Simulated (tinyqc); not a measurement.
## Pinning factor and decay constant from two barriers

Problem. phiB = S (phiM - chi) + (1 - S)(Eg - E0) with S = 1/(1 + (1/S0 - 1) exp(-be ti)). Find S0, S at the given thickness and be.

Inputs (values chosen for the exercise); semiconductor values close to those of gallium arsenide; interlayer mass of the order of that in lanthanum oxide, offset chosen freely:

| symbol | value | unit | meaning |
|---|---|---|---|
| Eg | 1.36 | eV | band gap |
| chi | 3.92 | eV | electron affinity |
| E0 | 0.52 | eV | charge-neutrality level above the valence band |
| phiM | 4.2 | eV | metal work function |

phiB at ti = 0, 0.5 nm (eV): [0.784, 0.71501867]

Solution. Each barrier gives its S by linear interpolation between the pinned and the unpinned value; the ratio of the two values of 1/S - 1 is exp(be ti).

S0 = 0.1000
S = 0.2232
be = 1.900 1/nm

Computed by the program tinyqc: `OMP_NUM_THREADS=1 python tinyqc.py 2270009 2270010 out.jsonl`, one thread of a shared Intel Xeon 2.30GHz, about 0.03 s for the whole run.
